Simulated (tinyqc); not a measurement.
Changing the frequency f: oxide trap near a transistor channel: two-state multiphonon kinetics, telegraph noise and bias instability. Computed by tinyqc, a small Python program. Command: `OMP_NUM_THREADS=1 python tinyqc.py 3007249 3007250 out.jsonl oxidetrap sweep`. One thread of a shared host (Intel(R) Xeon(R) Processor @ 2.30GHz), about 0.03 s of CPU time with the checks.

An n-channel device under positive gate bias. The trap is empty (state 1) or holds an electron (state 2); both states are parabolas of equal curvature, and the electron reservoir is taken at the Fermi level of the channel.

Inputs (values chosen for the exercise, with an insulator like Si3N4 on silicon):
```
quantity,value,unit
insulator constant eps_ox,7.08,-
insulator thickness t_ox,3.1,nm
trap depth x from the interface,1.1,nm
tunnel barrier phi_b,2.13,eV
tunnelling mass m_ox,0.4,m_0
trap level above E_F at zero field E_t,0.76,eV
relaxation energy E_R,2.4,eV
oxide field F,5.4,MV/cm
attempt rate k_0 at the interface,1e+12,1/s
temperature T,200,K
channel width W,23,nm
channel length L,40,nm
```

Parts treated: one trap.

Constants: hbar^2/(2 m_0) = 3.80998212 eV angstrom^2; k_B = 8.617333262e-05 eV/K; e = 1.602176634e-19 C; eps_0 = 8.8541878128e-12 F/m.

Method:
- kappa = sqrt(2 m_ox phi_b)/hbar = sqrt(m_ox phi_b/(hbar^2/2m_0)); attenuation length lambda = 1/(2 kappa); factor exp(-x/lambda) for a rectangular barrier.
- E_21 = E_t - e F x is the energy of state 2 over state 1; barriers E_c = (E_R + E_21)^2/(4 E_R), E_e = E_c - E_21; tau_c = exp(E_c/k_B T)/(k_0 P), tau_e = exp(E_e/k_B T)/(k_0 P), P the tunnelling factor; occupation f_2 = tau_e/(tau_c + tau_e); 1/tau_0 = 1/tau_c + 1/tau_e.
- Charge-sheet step dV = e (t_ox - x)/(eps_ox eps_0 W L); Lorentzian spectrum S(f) = 4 dV^2 tau_0^2/((tau_c + tau_e)(1 + (2 pi f tau_0)^2)); corner 1/(2 pi tau_0); variance dV^2 f_2 (1 - f_2) = dV^2 tau_0/(tau_c + tau_e).

One run for each value:
```
frequency f (Hz),S(f) (V^2/Hz),corner frequency (Hz)
1.00e-02,4.941e-12,3.833e-07
1.00e-01,4.941e-14,3.833e-07
1.00e+00,4.941e-16,3.833e-07
1.00e+01,4.941e-18,3.833e-07
1.00e+02,4.941e-20,3.833e-07
1.00e+03,4.941e-22,3.833e-07
1.00e+04,4.941e-24,3.833e-07
1.00e+05,4.941e-26,3.833e-07
1.00e+06,4.941e-28,3.833e-07
```

What does the table show, and why?

Over the rows, S(f) (V^2/Hz) falls from 4.94e-12 to 4.94e-28 (exponent d ln y / d ln x about -2.0 throughout). The exponent of S(f) stays at -2: the tail of a Lorentzian.

Caution (all rows): at this temperature nuclear tunnelling through such barriers shortens the times below these classical values.
